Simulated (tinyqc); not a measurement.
# From barrier height back to potential of the wafer psi_2

Model: a particle near a wafer in liquid: double-layer and van der Waals forces (DLVO), deposition barrier and removal. Computed by tinyqc, a small Python program. Command: `OMP_NUM_THREADS=1 python tinyqc.py 3111069 3111070 out.jsonl dlvo inv`. One thread of a shared host (Intel(R) Xeon(R) Processor @ 2.30GHz), about 0.02 s of CPU time with the checks.

Sphere and flat wall, Derjaguin approximation, constant potentials in the linear-superposition form, no retardation and no hydration force.

Inputs (values chosen for the exercise, of the order of those for alumina on silica in water):

| quantity | value | unit |
|---|---|---|
| particle radius R | 26 | nm |
| Hamaker constant A | 1.3e-20 | J |
| potential of the particle psi_1 | -38 | mV |
| salt concentration c | 0.21 | mol/L |
| valence z of the symmetric salt | 1 | - |
| temperature T | 298 | K |
| dielectric constant of the liquid | 78.4 | - |

Constants: e = 1.602176634e-19 C; N_A = 6.02214076e+23 1/mol; eps_0 = 8.8541878128e-12 F/m; k_B = 1.380649e-23 J/K; k_B = 8.617333262e-05 eV/K.

Method:
- kappa^2 = 2 z^2 e^2 N_A (1000 c)/(eps eps_0 k_B T); gamma_i = tanh(z e psi_i/(4 k_B T)); Z = 64 pi eps eps_0 (k_B T/(z e))^2 gamma_1 gamma_2.
- U(h) = Z R exp(-kappa h) - A R/(6 h); F(h) = -dU/dh = kappa Z R exp(-kappa h) - A R/(6 h^2), positive for repulsion.
- F = 0 reads x^2 exp(-x) = y with x = kappa h and y = A kappa/(6 Z); the left side peaks at x = 2 with 4/e^2 = 0.5413, so roots exist for smaller y: x < 2 is the barrier, x > 2 the secondary minimum.

Question. A run gave the result below. Find the potential of the wafer psi_2, known to lie between -76 and -33 mV.

barrier height = 21.3934 k_B T

Answer.

Each step takes the trial c = (a f_b - b f_a)/(f_b - f_a), f being the result less the target; c replaces end b, the old b replaces a if the sign of f changed, and otherwise f_a is halved.

Scan of the range:

| potential of the wafer psi_2 (mV) | barrier height (k_B T) |
|---|---|
| -76.0 | 37.2934 |
| -68.8 | 31.9328 |
| -61.7 | 26.3646 |
| -54.5 | 20.5045 |
| -47.3 | 14.5375 |
| -40.2 | 8.7026 |
| -33.0 | 3.0672 |

False position (Illinois rule) inside the bracket:

| step | end a | end b | trial | barrier height (k_B T) |
|---|---|---|---|---|
| 1 | -61.7000 | -54.5000 | -55.5922 | 21.4034 |
| 2 | -54.5000 | -55.5922 | -55.5800 | 21.3934 |
| 3 | -54.5000 | -55.5800 | -55.5800 | 21.3934 |
| 4 | -55.5800 | -55.5800 | -55.5800 | 21.3934 |

Barrier height falls at every point of a 13-point scan of the range (every second point is shown), so one value fits; it is bracketed by -61.7 and -54.5. Answer: potential of the wafer psi_2 = -55.58 mV.
